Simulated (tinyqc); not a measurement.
What each parameter does: valley splitting of a silicon quantum well in envelope theory.

The well lies at 0 < z < L; U(z) = V0 [1/(1 + exp(z/w)) + 1/(1 + exp((L - z)/w))] - e F z, 1 mV/nm = 1e-4 eV/angstrom. The envelope psi solves -(c/ml) psi'' + U psi = E psi, c = hbar^2/2m0, by three-point differences on a grid of 0.1 angstrom from -40 to L + 40 angstrom. The two valleys at +/- k0 couple through D = C0 times the integral of exp(-i q z) U(z) psi^2, q = 2 k0 (2 pi/a), and split by Ev = 2|D|.

Random alloy: with Y(z) = Yw + (Yb - Yw) B(z), B the bracket in U, and in-plane density exp(-r^2/ad^2)/(pi ad^2), D gains a random complex part of variance sigma^2 = (C0^2/pi)(a^2 V0/(8 ad (Yb - Yw)))^2 (4/a) times the integral of psi^4 Y (1 - Y). Alone it gives a mean splitting sqrt(pi) sigma; together with the smooth part the rms splitting is 2 sqrt(|D|^2 + sigma^2).

Constants: hbar^2/2m0 = 3.80998211 eV angstrom^2.

Parameters, chosen for this exercise (near those of a strained Si well in SiGe; shifted at random, so the results belong to these values and not to a real crystal): L = 62 angstrom (well width); V0 = 0.19 eV (conduction offset); ml = 0.908 m0 (mass along z); w = 0.5 angstrom (interface width parameter); F = 3.9 mV/nm (field pressing towards the upper interface); k0 = 0.83 2 pi/a (valley position); a = 5.431 angstrom (lattice constant); C0 = 0.251 (Bloch overlap factor); Yb = 0.28 (Ge share of the barrier); Yw = 0 (Ge share of the well); ad = 140 angstrom (dot radius).

Orbital spacing, psi^2 at z = L, the smooth splitting and sigma; V0 is held fixed when Yw changes.

Results for these values:

| case | E2 - E1 (meV) | psi^2(L) (1e-3/angstrom) | 2\|D\| (micro-eV) | sigma (micro-eV) |
|---|---|---|---|---|
| base | 25.59 | 2.422 | 37.73 | 3.3 |

What happens to each result for Yw = 0.03, all else kept?

Answer: E2 - E1 does not change at the printed digits; psi^2(L) does not change at the printed digits; 2|D| does not change at the printed digits; sigma rises from 3.3 to 61.7.

The same for each parameter in turn:

| case | E2 - E1 (meV) | psi^2(L) (1e-3/angstrom) | 2\|D\| (micro-eV) | sigma (micro-eV) |
|---|---|---|---|---|
| base | 25.59 | 2.422 | 37.73 | 3.3 |
| ad = 180 angstrom | 25.59 | 2.422 | 37.73 | 2.5 |
| Yw = 0.03 | 25.59 | 2.422 | 37.73 | 61.7 |
| L = 68 angstrom | 22.46 | 2.237 | 37.73 | 3.0 |
| V0 = 0.237 eV | 26.30 | 1.954 | 39.43 | 3.2 |
| w = 0.35 angstrom | 25.50 | 2.463 | 61.38 | 3.1 |
| F = 5.85 mV/nm | 27.06 | 3.229 | 49.65 | 4.3 |
| k0 = 0.81 2 pi/a | 25.59 | 2.422 | 42.24 | 3.3 |
| C0 = 0.301 | 25.59 | 2.422 | 45.24 | 3.9 |

Program tinyqc; command `OMP_NUM_THREADS=1 python tinyqc.py 1252768 1252769 out.jsonl`; about 0.2 s on one thread of a shared Intel(R) Xeon(R) Processor @ 2.30GHz.
